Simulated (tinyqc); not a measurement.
Inside a calculation. Method: sp3 tight binding, zinc-blende lattice. Computed by tinyqc, a small Python program that keeps every step. Command: `OMP_NUM_THREADS=1 python tinyqc.py 25460 25461 out.jsonl` (the two numbers bound the seeds that draw the settings). One thread of a shared host (Intel(R) Xeon(R) Processor @ 2.60GHz), about 0.01 s of CPU time with the checks.

## Bloch Hamiltonian at k

Parameters chosen for this model: zinc-blende lattice, anion at 0, cation at a/4 (1,1,1); V = eta hbar^2 / (m d^2), hbar^2/m = 7.619964 eV angstrom^2:
```
parameter          value      unit
a               4.840000  angstrom
d               2.095781  angstrom
Es anion      -16.460000        eV
Ep anion       -7.150000        eV
Es cation     -12.760000        eV
Ep cation      -5.210000        eV
eta ss         -1.510000
eta sp          1.400000
eta pp sigma    2.860000
eta pp pi      -0.590000
V ss           -2.619617        eV
V sp            2.428784        eV
V pp sigma      4.961660        eV
V pp pi        -1.023559        eV
```

k point k (2 pi / a): -0.010000  -0.490000  0.020000

Slater-Koster rules over the four bonds with direction cosines (l, m, n): ss V_ss; s-px l V_sp; px-s -l V_sp; px-px l^2 V_pps + (1 - l^2) V_ppp; px-py l m (V_pps - V_ppp); each times exp(i k.d).

H(k) at k (eV):
```
                      a s                 a px                 a py                a pz
a s            -16.460000             0.000000             0.000000            0.000000
a px             0.000000            -7.150000             0.000000            0.000000
a py             0.000000             0.000000            -7.150000            0.000000
a pz             0.000000             0.000000             0.000000           -7.150000
c s   -7.520224-0.003598i  -0.122594-0.063238i  -0.001987-3.900993i  0.061282+0.126507i
c px   0.122594+0.063238i   2.788957+0.001334i  -0.087189-0.179988i  0.002827+5.550162i
c py   0.001987+3.900993i  -0.087189-0.179988i   2.788957+0.001334i  0.174421+0.089972i
c pz  -0.061282-0.126507i   0.002827+5.550162i   0.174421+0.089972i  2.788957+0.001334i

                      c s                 c px                 c py                 c pz
a s   -7.520224+0.003598i   0.122594-0.063238i   0.001987-3.900993i  -0.061282+0.126507i
a px  -0.122594+0.063238i   2.788957-0.001334i  -0.087189+0.179988i   0.002827-5.550162i
a py  -0.001987+3.900993i  -0.087189+0.179988i   2.788957-0.001334i   0.174421-0.089972i
a pz   0.061282-0.126507i   0.002827-5.550162i   0.174421-0.089972i   2.788957-0.001334i
c s            -12.760000             0.000000             0.000000             0.000000
c px             0.000000            -5.210000             0.000000             0.000000
c py             0.000000             0.000000            -5.210000             0.000000
c pz             0.000000             0.000000             0.000000            -5.210000
```

## Levels at k

Diagonalise the Hermitian matrix.

eigenvalues (eV): -23.121879  -12.485595  -12.471114  -12.051596  -3.949714  -2.444822  0.109353  0.115367

weights |c|^2 of the basis functions:
```
        band 1    band 2    band 3    band 4    band 5    band 6    band 7    band 8
a s   0.595474  0.005028  0.000123  0.136724  0.224358  0.038182  0.000011  0.000101
a px  0.000007  0.208863  0.364071  0.003854  0.000707  0.000133  0.140069  0.282295
a py  0.014891  0.009432  0.000267  0.403326  0.283578  0.287915  0.000022  0.000569
a pz  0.000021  0.352712  0.212592  0.011674  0.000179  0.000049  0.282781  0.139992
c s   0.367331  0.007672  0.000219  0.210627  0.410348  0.003670  0.000012  0.000121
c px  0.000016  0.203540  0.215017  0.004044  0.000494  0.000586  0.195418  0.380885
c py  0.022229  0.004389  0.000216  0.222836  0.080211  0.669284  0.000031  0.000804
c pz  0.000032  0.208365  0.207495  0.006915  0.000124  0.000182  0.381655  0.195233
```

## Bloch Hamiltonian at L

k point L (2 pi / a): 0.500000  0.500000  0.500000

As before.

H(k) at L (eV):
```
                      a s                 a px                 a py                 a pz
a s            -16.460000             0.000000             0.000000             0.000000
a px             0.000000            -7.150000             0.000000             0.000000
a py             0.000000             0.000000            -7.150000             0.000000
a pz             0.000000             0.000000             0.000000            -7.150000
c s   -3.704698-3.704698i   1.983094+1.983094i   1.983094+1.983094i   1.983094+1.983094i
c px  -1.983094-1.983094i   1.373928+1.373928i  -2.821459-2.821459i  -2.821459-2.821459i
c py  -1.983094-1.983094i  -2.821459-2.821459i   1.373928+1.373928i  -2.821459-2.821459i
c pz  -1.983094-1.983094i  -2.821459-2.821459i  -2.821459-2.821459i   1.373928+1.373928i

                      c s                 c px                 c py                 c pz
a s   -3.704698+3.704698i  -1.983094+1.983094i  -1.983094+1.983094i  -1.983094+1.983094i
a px   1.983094-1.983094i   1.373928-1.373928i  -2.821459+2.821459i  -2.821459+2.821459i
a py   1.983094-1.983094i  -2.821459+2.821459i   1.373928-1.373928i  -2.821459+2.821459i
a pz   1.983094-1.983094i  -2.821459+2.821459i  -2.821459+2.821459i   1.373928-1.373928i
c s            -12.760000             0.000000             0.000000             0.000000
c px             0.000000            -5.210000             0.000000             0.000000
c py             0.000000             0.000000            -5.210000             0.000000
c pz             0.000000             0.000000             0.000000            -5.210000
```

## Levels at L

As before.

eigenvalues (eV): -21.292009  -15.767540  -12.191942  -12.191942  -5.577889  -0.168058  -0.168058  1.057438

## Bands along a path

The same steps at evenly spaced points between the labelled ones.

Bands along the path (eV):
```
k             band 1      band 2      band 3      band 4     band 5     band 6     band 7     band 8
L         -21.292009  -15.767540  -12.191942  -12.191942  -5.577889  -0.168058  -0.168058   1.057438
L-G 0.33  -22.637322  -14.233896  -11.758366  -11.758366  -5.089566  -0.601634  -0.601634   0.380783
L-G 0.67  -24.500123  -11.634105  -10.769946  -10.769946  -4.218517  -1.590054  -1.590054  -1.227255
G         -25.250528  -10.185287  -10.185287  -10.185287  -3.969472  -2.174713  -2.174713  -2.174713
G-X 0.33  -24.236388  -11.489259  -11.489259  -11.057688  -3.978232  -2.307693  -0.870741  -0.870741
G-X 0.67  -21.515796  -13.567802  -13.424311  -13.424311  -3.853684  -2.642718   1.064311   1.064311
X         -18.778672  -16.226310  -14.219027  -14.219027  -3.683690  -2.891328   1.859027   1.859027
X-W 0.33  -18.778672  -16.226310  -14.219027  -14.219027  -3.683690  -2.891328   1.859027   1.859027
X-W 0.67  -18.778672  -16.226310  -14.219027  -14.219027  -3.683690  -2.891328   1.859027   1.859027
W         -18.778672  -16.226310  -14.219027  -14.219027  -3.683690  -2.891328   1.859027   1.859027
```

With 4 band(s) filled, the highest filled level on these points lies at G and the lowest empty one at L: a gap of 4.6074 eV, indirect.
